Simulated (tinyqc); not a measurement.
MESFET, gradual channel with velocity saturation: one step of the calculation.

A uniformly doped n-type channel, depleted from the top by a Schottky gate; at channel potential V the depleted share of a is u = sqrt((Vbi - Vg + V)/Vp), s at the source. Electrons drift with v = mu E/(1 + mu E/vsat). Abrupt depletion edge, no series resistance, source at 0.

Problem. The saturation point by Newton steps. a is the channel (half-)thickness, Vp its pinch-off voltage and Z = mu Vp/(vsat L); an iterate with u > 1 is an overshoot, not a physical state. f = (1 - u)(1 + Z (u^2 - s^2)) - Z F/3, F = 3 (u^2 - s^2) - 2 (u^3 - s^3); f' = -(1 + Z (u^2 - s^2)); u(new) = u - f/f'.

u at the start = 0.668
Z = 3.8072288
s = 0.66762056

Wanted: f; f'; u after iteration 1.

Solution.

f = 0.33200
f' = -1.0019
u after iteration 1 = 0.99936

tinyqc, about 0.04 s, one thread, Intel Xeon 2.30GHz (shared host): `OMP_NUM_THREADS=1 python tinyqc.py 2500016 2500017 out.jsonl`
